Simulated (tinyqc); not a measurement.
Capacitance measurement on a leaky thin oxide: effects of series resistance and leakage: two steps of the calculation.

The device is a capacitance C in parallel with a leakage conductance G, in series with Rs and Ls. An impedance meter reports either a parallel pair (Cp, Gp) from Y = 1/Z = Gp + i w Cp or a series pair (Cs, Rm) from Z = Rm + 1/(i w Cs); w = 2 pi f, dissipation D = Gp/(w |Cp|).

Values chosen for this exercise; values of the order met in thin-oxide MOS capacitors:
```
symbol  value    unit                                                                 meaning
eox       3.9          relative permittivity of the gate insulator (close to silicon dioxide)
tox         1      nm                                                     insulator thickness
A         400    um^2                                                               gate area
zc        0.4      nm              oxide-equivalent thickness added by the accumulation layer
zp          0      nm                      oxide-equivalent thickness added by gate depletion
Jg       0.54  A/cm^2              gate leakage current density, not matched to the thickness
Vs       0.37       V                               voltage for an e-fold rise of the leakage
Rs         21     ohm                                                       series resistance
Ls          0      nH                                                       series inductance
f         2e5      Hz                                                     measuring frequency
```

Constants: eps0 = 8.8541878128e-14 F/cm where lengths are in cm. Results are converted to the units shown.

Problem 1. True capacitance and conductance. EOT = 3.9 tox/eox; CET = EOT + zc + zp; C = 3.9 eps0 A/CET; G = Jg A/Vs.

Find: EOT; CET; C; G.

Solution 1.

EOT = 1.000 nm
CET = 1.400 nm
C = 9.866 pF
G = 5.838 uS

Problem 2. What the meter reports. Z = Rs + i w Ls + 1/(G + i w C).

C = 9.8660950 pF
G = 5.8378378 uS

Wanted: Z; Cp; Gp; Cs; D.

Solution 2.

Z = (3.1108-6.6020i) x 1e4 ohm
Cp = 9.8637 pF
Gp = 5.8403 uS
Cs = 12.054 pF
D = 0.47118

Cp is 0.025 % below C and Cs is 22 % above it; G Rs = 1.23e-4, w C Rs = 2.60e-4 and G/(w C) = 0.471.

tinyqc, about 0.01 s, one thread, Intel Xeon 2.30GHz (shared host): `OMP_NUM_THREADS=1 python tinyqc.py 2022029 2022030 out.jsonl`
